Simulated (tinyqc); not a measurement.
Bound state in one dimension: Numerov shooting, finite differences, DVR, step by step. Computed by tinyqc, a small Python program that keeps every step. Settings: points = 96. Command: `OMP_NUM_THREADS=1 python tinyqc.py 30709 30710 out.jsonl` (the two numbers bound the seeds that draw the settings). One thread of a shared host (Intel(R) Xeon(R) Processor @ 2.60GHz), about 0.01 s of CPU time with the checks.

## Numerov steps at E = -13.65

One particle of mass 1 in V = -13.93 exp(-x^2/1.65^2) (atomic units), psi = 0 at both ends:
```
parameter                value
left end                    -7
right end                    7
intervals                   96
h                     0.145833
state sought (nodes)         0
```

k_i = 2 m (E - V_i); (1 + h^2 k_(i+1)/12) y_(i+1) = 2 (1 - 5 h^2 k_i/12) y_i - (1 + h^2 k_(i-1)/12) y_(i-1), from y_0 = 0, y_1 = 0.001.

Points along the way:
```
i           x          V           k         y
0   -7.000000  -2.13e-07  -27.300000  0.000000
1   -6.854167  -4.46e-07  -27.299999  0.001000
2   -6.708333  -9.23e-07  -27.299998  0.002610
3   -6.562500  -1.88e-06  -27.299996  0.005813
4   -6.416667  -3.77e-06  -27.299992  0.012562
5   -6.270833  -0.000007  -27.299985  0.026975
32  -2.333333  -1.885605  -23.528790  2.03e+07
33  -2.187500  -2.402264  -22.495472  4.12e+07
34  -2.041667  -3.013044  -21.273911  8.25e+07
35  -1.895833  -3.720533  -19.858934  1.62e+08
36  -1.750000  -4.522928  -18.254144  3.12e+08
37  -1.604167  -5.413137  -16.473726  5.86e+08
```

## Bisection on the node count

With more sign changes than the state has nodes (the last point included) the energy is too high, else too low; the bracket starts as -13.65 to -0.05.

Trials:
```
trial             E  sign changes  y at the right end   next
1       -6.85000000             3           -2.13e+12  lower
2      -10.25000000             1           -5.78e+18  lower
3      -11.95000000             1           -9.36e+20  lower
4      -12.80000000             0            1.42e+22  raise
5      -12.37500000             1           -2.18e+20  lower
6      -12.58750000             0            3.34e+21  raise
7      -12.48125000             0            1.02e+21  raise
8      -12.42812500             0            2.98e+20  raise
9      -12.40156250             0            1.76e+19  raise
10     -12.38828125             1           -1.05e+20  lower
11     -12.39492187             1           -4.53e+19  lower
12     -12.39824219             1           -1.42e+19  lower
13     -12.39990234             0            1.59e+18  raise
14     -12.39907227             1           -6.34e+18  lower
...             ...           ...                 ...    ...
29     -12.39973650             1           -1.26e+13  lower
30     -12.39973651             0            1.09e+14  raise
31     -12.39973650             0            4.79e+13  raise
```

eigenvalue = -12.39973650 hartree

## The same grid by other methods

Three-point finite differences and the sine-DVR kinetic matrix of Colbert and Miller on the same points.

Lowest levels (hartree):
```
state  finite differences         DVR
0              -12.405582  -12.399687
1               -9.510655   -9.484867
2               -6.928693   -6.872198
```
